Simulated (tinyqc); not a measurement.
Hot electrons in a saturated n-channel MOSFET, lucky-electron model: two steps of the calculation.

Beyond pinch-off the lateral field grows as Esat cosh(y/l) over the velocity-saturated region (pseudo-two-dimensional model). Impact ionisation in this region gives the substrate current, which biases the body forward through Rsub. Currents are per width. Local-field laws: they overstate ionisation when the field peak is narrower than an energy relaxation length.

Inputs (values chosen for the exercise); values close to those of silicon n-channel devices:
- L = 0.5 um (channel length)
- tox = 12 nm (oxide thickness)
- VT = 0.4 V (threshold)
- vs = 7.9e6 cm/s (saturation velocity)
- Ai = 2e6 1/cm (ionisation prefactor)
- Bi = 1.82 MV/cm (ionisation field)
- Rd = 400 ohm um (resistance of the lightly doped drain)
- Rsub = 2100 ohm um (substrate resistance)
- kb = 0.28 (fall of VT per volt of forward body bias)
- lm = 8 nm (hot-electron mean free path)
- pb = 3.2 V (oxide barrier)
- Cg = 0.0011 (prefactor of the gate current)
- m = 3.2 (lifetime exponent)
- Hl = 720 s uA/um (lifetime constant)
- Vd = 2.9 V (drain voltage)
- Vg = 1.4 V (gate voltage)

Constants: eps0 = 8.8541878128e-14 F/cm where lengths are in cm. Results are converted to the units shown.

Problem 1. Body bias from the substrate current. Cox = 3.9 eps0/tox. Overdrive g = Vg - VT + kb Vb; Vdsat = g Esat L/(g + Esat L); Id = Cox vs (g - Vdsat); dV = Vd - Id Rd - Vdsat; Em = sqrt((dV/l)^2 + Esat^2); Isub = Id (Ai/Bi) l Em exp(-Bi/Em). Vb(new) = Rsub Isub.

Vb at the start = 0 V
l = 82.704293 nm
Esat = 0.040512821 MV/cm

Wanted: Vdsat; Id; dV; Em; Isub; Vb after iteration 1.

Solution 1.

Vdsat = 0.6695 V
Id = 75.13 uA/um
dV = 2.200 V
Em = 0.2691 MV/cm
Isub = 0.2125 uA/um
Vb after iteration 1 = 4.462e-4 V

Problem 2. Gate current, lifetime and channel shortening. Ig = Cg Id exp(-pb/(lm Em)); lifetime tau = (Hl/Id)(Isub/Id)^(-m); length of the saturated region dL = l ln[(dV/l + Em)/Esat]. 1 year = 3.15576e7 s.

Id = 75.150586 uA/um
dV = 2.2003922 V
Em = 0.26912220 MV/cm
Isub = 0.21249731 uA/um
l = 82.704293 nm
Esat = 0.040512821 MV/cm

Find: Isub/Id; Ig; tau; dL.

Solution 2.

Isub/Id = 0.0028276
Ig = 0.028997 pA/um
tau = 43.426 years
dL = 213.46 nm

The lifetime exceeds ten years.

Computed by the program tinyqc: `OMP_NUM_THREADS=1 python tinyqc.py 2550121 2550122 out.jsonl`, one thread of a shared Intel Xeon 2.30GHz, about 0.01 s for the whole run.
